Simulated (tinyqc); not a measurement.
Permittivity and interface capacitance from two thicknesses.

Inverse problem. 1/C = t/(eps0 ek) + 2/ci for planar capacitors that differ only in thickness. Find ek, ci and the EOT of the interfaces, 2 x 3.9 eps0/ci.

Constants: eps0 = 8.8541878128e-14 F/cm where lengths are in cm. Results are converted to the units shown.

C at t = 9 and 27 nm (uF/cm^2): 0.71321900  0.23796596

Solution. 1/C is a straight line in t: the slope gives ek and the intercept 2/ci. A single thickness would give only the effective permittivity; when the interfaces are a small part of 1/C, ci needs very accurate data.

ek = 7.260
ci = 1000 uF/cm^2
EOT of the interfaces = 0.006906 nm

Numbers from tinyqc (`OMP_NUM_THREADS=1 python tinyqc.py 2102129 2102130 out.jsonl`; about 0.01 s on one thread of a shared Intel Xeon 2.30GHz).
